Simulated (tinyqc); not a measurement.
Raman shift of the zone-centre optical phonon of a diamond-structure crystal under stress. From shift of the observed line back to stress sigma (tension positive). Computed by tinyqc, a small Python program. Command: `OMP_NUM_THREADS=1 python tinyqc.py 3010851 3010852 out.jsonl ramanstress inv`. One thread of a shared host (Intel(R) Xeon(R) Processor @ 2.30GHz), about 0.02 s of CPU time with the checks.

Axes x, y, z are the cube axes. Strain shifts the threefold optical mode and can split it; p, q and r are the phonon deformation potentials.

Inputs (values chosen for the exercise, for a model crystal):
```
quantity                      value    unit
unstrained frequency omega_0    480    1/cm
p/omega_0^2                   -1.75       -
q/omega_0^2                   -1.91       -
r/omega_0^2                   -1.32       -
C11                             392     GPa
C12                             117     GPa
C44                             194     GPa
polarisation angle phi           75  degree
```

Stress state: biaxial. Axis: [001].

Method:
- S11 = (C11 + C12)/D, S12 = -C12/D, D = (C11 - C12)(C11 + 2 C12), S44 = 1/C44.
- Equal biaxial stress in the plane normal to the axis (unit vector n): sigma_ij = sigma (delta_ij - n_i n_j).
- eps_xx = S11 sigma_xx + S12 (sigma_yy + sigma_zz), and cyclic; eps_xy = S44 sigma_xy/2 (tensor strain).
- Secular matrix: M_xx = p eps_xx + q (eps_yy + eps_zz), M_xy = 2 r eps_xy; its eigenvalues are omega^2 - omega_0^2, and the shifts are these over 2 omega_0.
- Backscattering from a (001) surface: incident polarisation (cos phi, sin phi, 0). With Raman tensors (R_z)_xy = (R_z)_yx = 1 and cyclic, only the z component u_z of a mode counts: I = u_z^2 sin^2(2 phi) for parallel and u_z^2 cos^2(2 phi) for crossed polarisers. An unresolved line sits at the intensity-weighted shift, which is M_zz/(2 omega_0).

Problem. A run gave the result below. Find the stress sigma (tension positive), known to lie between 1.8 and 2.8 GPa.

shift of the observed line = -3.144188 1/cm

Solution.

Each step takes the trial c = (a f_b - b f_a)/(f_b - f_a), f being the result less the target and a, b, c the logarithms of the listed values; c replaces end b, the old b replaces a if the sign of f changed, and otherwise f_a is halved.

Scan of the range:
```
stress sigma (tension positive) (GPa)  shift of the observed line (1/cm)
1.80                                                            -2.73012
1.94                                                            -2.94246
2.09                                                            -3.16997
2.24                                                            -3.39748
2.42                                                            -3.67049
2.60                                                            -3.94351
2.80                                                            -4.24685
```

False position (Illinois rule, in the logarithm of the input) inside the bracket:
```
step    end a    end b    trial  shift of the observed line (1/cm)
1     1.94000  2.09000  2.07243                           -3.14333
2     2.09000  2.07243  2.07300                           -3.14418
3     2.09000  2.07300  2.07300                           -3.14419
4     2.07300  2.07300  2.07300                           -3.14419
```

Shift of the observed line falls at every point of a 13-point scan of the range (every second point is shown), so one value fits; it is bracketed by 1.94 and 2.09. The scan shows a pure power law with exponent 1.000, so scaling from any one row also gives the answer directly. Answer: stress sigma (tension positive) = 2.073 GPa.
